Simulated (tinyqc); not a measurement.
# Changing the temperature T

Model: capillary instabilities by surface diffusion: grooving and agglomeration of films, edge retraction, wire break-up and smoothing of roughness. Computed by tinyqc, a small Python program. Command: `OMP_NUM_THREADS=1 python tinyqc.py 3007176 3007177 out.jsonl dewet sweep`. One thread of a shared host (Intel(R) Xeon(R) Processor @ 2.30GHz), about 0.01 s of CPU time with the checks.

Isotropic surface energy; shapes change by surface diffusion alone.

Inputs (values chosen for the exercise, for a model film):
```
quantity                                value        unit
surface energy gamma_s                   1.33       J/m^2
grain-boundary energy gamma_b             0.6       J/m^2
interface energy gamma_i                 0.56       J/m^2
contact angle on the substrate theta      115     degrees
atomic volume Omega                        17  angstrom^3
surface sites nu                          8.9      1/nm^2
prefactor D0                          8.3e-06       m^2/s
activation energy Q                      1.08          eV
time t                                     62           s
film thickness h                           13          nm
grain radius R                             45          nm
wire radius r                              25          nm
initial ripple over radius               0.02           -
```

Grooves: at the surface and the interface.

Constants: k_B = 8.617333262e-05 eV/K; k_B = 1.380649e-23 J/K.

Method:
- B = D_s nu gamma_s Omega^2/(k_B T), D_s = D0 exp(-Q/(k_B T)).
- Groove angle beta: sin(beta) = gamma_b/(2 gamma). For circular grains of radius R with spherical caps the groove ends (measured from the mean surface) at the depth R g(beta), g = (2 - 3 cos beta + cos^3 beta)/(3 sin^3 beta). The film parts if R [g(beta_s) + g(beta_i)] > h.
- Mullins' isolated groove: depth below the flat surface d = 0.780 m (B t)^(1/4), m = tan(beta_s), width between the ridges 4.6 (B t)^(1/4); time to reach h: (h/(0.780 m))^4/B.
- A rim shaped as a circular segment with contact angle theta holds the area h x; its radius r obeys r^2 (theta - sin theta cos theta) = h x. To advance, the edge must carry a strip of the rim height H = r (1 - cos theta) over the rim, driven by the curvature 1/r over the distance r theta (the scaling argument of Brandon and Bradshaw): H dx/dt = B/(theta r^2) gives x^(5/2) = (5/2) B t c^(3/2)/(theta (1 - cos theta) h^(3/2)), c = theta - sin theta cos theta.
- A wire with r + A cos(k z) has dA/dt = (B/r^4) (kr)^2 [1 - (kr)^2] A: unstable for wavelengths above 2 pi r, fastest at kr = 1/sqrt 2 with the rate B/(4 r^4); break-up time about (4 r^4/B) ln(r/A0); each wavelength makes a sphere of radius (3 r^2 lambda_m/4)^(1/3).

One run for each value:
```
temperature T (K)  retraction x (nm)  groove depth (nm)  break-up time (s)  B (nm^4/s)
662                             91.3              5.921         3.2805e+02  1.8633e+04
709                            146.8              7.965         1.0016e+02  6.1029e+04
756                            222.1             10.317         3.5587e+01  1.7176e+05
802                            317.3             12.893         1.4588e+01  4.1901e+05
849                            438.4             15.780         6.5016e+00  9.4016e+05
895                            581.4             18.826         3.2094e+00  1.9045e+06
942                            753.3             22.133         1.6797e+00  3.6391e+06
988                            946.8             25.535         9.4823e-01  6.4463e+06
1040                          1195.5             29.541         5.2934e-01  1.1547e+07
```

Describe and explain the trends.

Over the rows, retraction x (nm) rises from 91.3 to 1200 (exponent d ln y / d ln x 6.9 between the first rows and 4.5 between the last); groove depth (nm) rises from 5.92 to 29.5 (exponent d ln y / d ln x 4.3 between the first rows and 2.8 between the last); break-up time (s) falls from 328 to 0.529 (exponent d ln y / d ln x -17 between the first rows and -11 between the last). Times carry the energy Q, but lengths at fixed time only Q/4 (grooves) and 2Q/5 (edges): 0.270 and 0.432 eV.

Caution (all rows): the grooves of neighbouring boundaries overlap, so the depth levels off at its final value. Caution (all rows): faceting can stabilise wires along low-index directions. Caution (rows 849, 895, 942, 988, 1040): this depth exceeds the film thickness, so the isolated-groove formula no longer applies.
